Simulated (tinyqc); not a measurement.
Gain against electron density: polytypes and stacking faults of a tetrahedral semiconductor in an axial Ising model with couplings up to third neighbours. Computed by tinyqc, a small Python program. Command: `OMP_NUM_THREADS=1 python tinyqc.py 3021690 3021691 out.jsonl polytype walk`. One thread of a shared host (Intel(R) Xeon(R) Processor @ 2.30GHz), about 0.01 s of CPU time with the checks.

Each double layer has s = +1 or -1 for the sense of its stacking step; E per pair of atoms = E0 - sum_n J_n <s_i s_(i+n)>, n = 1, 2, 3. Hexagonality h = (1 - <s_i s_(i+1)>)/2.

Inputs (values chosen for the exercise, of the order of those of GaN for J, a, G and the gaps):
```
quantity                                    value      unit
J1                                           -5.4  meV/pair
J2                                         -0.443  meV/pair
J3                                           0.15  meV/pair
basal lattice constant a                     3.19  angstrom
binding energy of the fault level E_b       0.067        eV
in-plane mass m                              0.28        m0
effective density of states N_c at 300 K  3.4e+19    1/cm^3
temperature T                                 350         K
```

Host polytype: 2H.

Constants: 1 eV/angstrom^2 = 16.02176634 J/m^2; m_0 = 9.1093837015e-31 kg; hbar = 1.054571817e-34 J s; k_B = 1.380649e-23 J/K; k_B = 8.617333262e-05 eV/K.

Method. Faults in 2H: the sequences I1 (+), I2 (++), E (+++) are put between perfect repeats; k_n = (layers x C_n of the host) - sum_i s_i s_(i+n). gamma = sum k_n J_n/A, A = (sqrt 3/2) a^2; 1 meV/angstrom^2 = 16.02177 mJ/m^2. The fault binds electrons in a two-dimensional band E_b below the conduction edge, g2 = m m0/(pi hbar^2) for one valley. With the Fermi level held by the bulk, eta = ln[n/N_c(T)], N_c(T) = N_c (T/300)^1.5, the grand potential falls by g2 (k_B T)^2 F1(x), x = eta + E_b/(k_B T), F1(x) = integral from 0 to infinity of ln(1 + exp(x - t)) dt; sheet density g2 k_B T ln(1 + e^x). Band bending by the trapped charge is left out, so the gain is an upper bound.

fault coefficients k_n:
```
    J1  J2  J3
I1  -2   4  -6
I2  -4   4  -4
E   -6   4  -6
```

energy of the glide fault, I2 = 34.9569 mJ/m^2

At T:
```
n (1/cm^3)        x  sheet density (1/cm^2)  gain (mJ/m^2)  gain/gamma  gain/gamma at T + 200 K
1.00e+14    -10.746              7.5919e+07     3.6686e-06  1.0495e-07               5.8654e-08
1.00e+15     -8.444              7.5912e+08     3.6684e-05  1.0494e-06               5.8654e-07
1.00e+16     -6.141              7.5838e+09     3.6667e-04  1.0489e-05               5.8647e-06
1.00e+17     -3.839              7.5114e+10     3.6491e-03  1.0439e-04               5.8583e-05
1.00e+18     -1.536              6.8761e+11     3.4881e-02  9.9784e-04               5.7955e-04
5.00e+18      0.073              2.5769e+12     1.4910e-01  4.2652e-03               2.7712e-03
2.00e+19      1.460              5.8860e+12     4.2448e-01  1.2143e-02               9.6877e-03
```

What follows from these numbers?

For x well below 0 the gain is k_B T times the sheet density and linear in n; for x well above 0 the well fills and the gain grows only about as x^2. It stays below the fault energy in all rows; 200 K more changes it by a factor 0.56 at 1e16.
